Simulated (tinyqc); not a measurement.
# Long-channel MOSFET, surface-potential model, step by step

tinyqc, about 0.06 s, one thread, Intel Xeon 2.30GHz (shared host): `OMP_NUM_THREADS=1 python tinyqc.py 2360073 2360074 out.jsonl` Printed values are rounded.

n-channel transistor on a uniformly doped p-type body, gradual-channel approximation, constant mobility, Boltzmann statistics, full ionisation. Potentials are counted from the neutral body; V is the electron quasi-Fermi potential, Vsb at the source and Vsb + Vds at the drain. Charges are magnitudes per area.

Parameters, values chosen for the exercise; material values close to those of silicon:
- T = 400 K (temperature)
- Eg = 1.12 eV (band gap)
- eps_r = 11.7 (relative permittivity of the semiconductor)
- Nc = 4.26e19 cm^-3 (conduction-band density of states at T)
- Nv = 4.13e19 cm^-3 (valence-band density of states at T)
- Na = 4.7e16 cm^-3 (acceptor density of the body)
- eox = 4.07 (relative permittivity of the gate insulator)
- tox = 26 nm (insulator thickness)
- Vfb = -0.95 V (flat-band voltage)
- mu = 590 cm^2/(V s) (channel mobility)
- W = 2 um (gate width)
- L = 0.5 um (gate length)
- Vsb = 2 V (source-body reverse bias)
- Vgs = 1.32 V (gate-source voltage)
- Vds = 1.2 V (drain-source voltage)

Constants: q = 1.602176634e-19 C, kB = 1.380649e-23 J/K, Vt = kB T/q, eps0 = 8.8541878128e-14 F/cm where lengths are in cm. Results are converted to the units shown.

## Body potential, insulator capacitance and body factor

ni = sqrt(Nc Nv) exp(-Eg/(2 Vt)), Eg in volts; phiF = Vt ln(Na/ni); Cox = eps0 eox/tox; gamma = sqrt(2 q eps0 eps_r Na)/Cox. VT = Vfb + 2 phiF + gamma sqrt(2 phiF + Vsb), m = 1 + gamma/(2 sqrt(2 phiF + Vsb)).

ni = 3.689694e12 cm^-3
phiF = 0.3258165 V
Cox = 0.1386021 uF/cm^2
gamma = 0.9011905 V^0.5
VT = 1.169117 V
m = 1.276713

## Iteration 1: surface potential at the source by Newton steps

psi at the start (the root without inversion charge) = 2.777450 V

With V = Vsb: G = psi - Vt + Vt e, e = exp((psi - 2 phiF - Vsb)/Vt); f = Vgs + Vsb - Vfb - psi - gamma sqrt(G); f' = -1 - gamma (1 + e)/(2 sqrt(G)); psi(new) = psi - f/f'.

G = 4.069326 V
f = -0.3253831 V
f' = -9.818437
psi after iteration 1 = 2.744310 V

## Iteration 2: surface potential at the source by Newton steps

As before.

G = 3.216961 V
f = -0.09067532 V
f' = -4.947310
psi after iteration 2 = 2.725982 V

## Course of the iteration: surface potential at the source by Newton steps

Stop when psi changes by less than 1e-10 V, or after 40 iterations.

Course of the iteration:

| iteration | psi (V) | \|change\| (V) |
|---|---|---|
| 1 | 2.744310 | 0.0331 |
| 2 | 2.725982 | 0.0183 |
| 3 | 2.721953 | 4.03e-3 |
| 4 | 2.721807 | 1.46e-4 |
| 5 | 2.721807 | 1.81e-7 |
| 6 | 2.721807 | 2.74e-13 |

Converged in 6 iterations. At the end the number of correct digits about doubles with each step.

## Charges and current of the charge-sheet model

psi_0 = 2.721807 V
psi_L = 2.777452 V

psi_0 and psi_L solve Vgs + Vsb - Vfb - psi = gamma sqrt(G) at V = Vsb and Vsb + Vds. Qi = Cox gamma [sqrt(G) - sqrt(psi - Vt)], G = psi - Vt + Vt exp((psi - 2 phiF - V)/Vt), at both ends. With U = Vgs + Vsb - Vfb: drift = mu (W/L) Cox [U (psi_L - psi_0) - (psi_L^2 - psi_0^2)/2 - (2/3) gamma ((psi_L - Vt)^1.5 - (psi_0 - Vt)^1.5)]; diffusion = mu (W/L) Vt (Qi0 - QiL).

Qi0 = 9.821684 nC/cm^2
QiL = 3.800120e-14 nC/cm^2
drift current = 0.6446728 uA
diffusion current = 0.7989707 uA
drain current = 1.443643 uA

Drift carries 44.7 % of the current. The drain end is pinched off: its charge is under 1 % of that at the source.

## Inversion charge along the channel

| point | V (V) |
|---|---|
| 0 | 2 |
| 1 | 2.15 |
| 2 | 2.3 |
| 3 | 2.45 |
| 4 | 2.6 |
| 5 | 2.75 |
| 6 | 2.9 |
| 7 | 3.05 |
| 8 | 3.2 |

The surface potential psi at channel potential V solves Vgs + Vsb - Vfb - psi = gamma sqrt(G), G = psi - Vt + Vt exp((psi - 2 phiF - V)/Vt). Charge sheet: Qi = Cox gamma [sqrt(G) - sqrt(psi - Vt)]. Pao-Sah: Qi = (Cox gamma/2) integral from 3 Vt to psi of exp((u - 2 phiF - V)/Vt)/sqrt(G(u, V)) du.

| point | psi (V) | Qi, charge sheet (nC/cm^2) | Qi, Pao-Sah (nC/cm^2) |
|---|---|---|---|
| 0 | 2.721807 | 9.821684 | 9.885175 |
| 1 | 2.774135 | 0.5848842 | 0.5886327 |
| 2 | 2.777405 | 0.008292789 | 0.008345909 |
| 3 | 2.777452 | 1.069975e-4 | 1.076829e-4 |
| 4 | 2.777452 | 1.378683e-6 | 1.387514e-6 |
| 5 | 2.777452 | 1.776428e-8 | 1.787807e-8 |
| 6 | 2.777452 | 2.288922e-10 | 2.303583e-10 |
| 7 | 2.777452 | 2.949267e-12 | 2.968159e-12 |
| 8 | 2.777452 | 3.800120e-14 | 3.824461e-14 |

At the source the charge-sheet charge is 0.64 % below the Pao-Sah one.

## Pao-Sah current by Simpson's rule

I = mu (W/L) integral of Qi dV; Simpson's rule on the 9 points, step Vds/8, weights 1, 4, 2, ..., 4, 1 times step/3.

Pao-Sah current = 1.446306 uA

Gauss-Legendre quadrature on many points gives 1.458 uA, so this value is 0.82 % below it; the charge-sheet current, 1.444 uA, is 1.0 % below it.
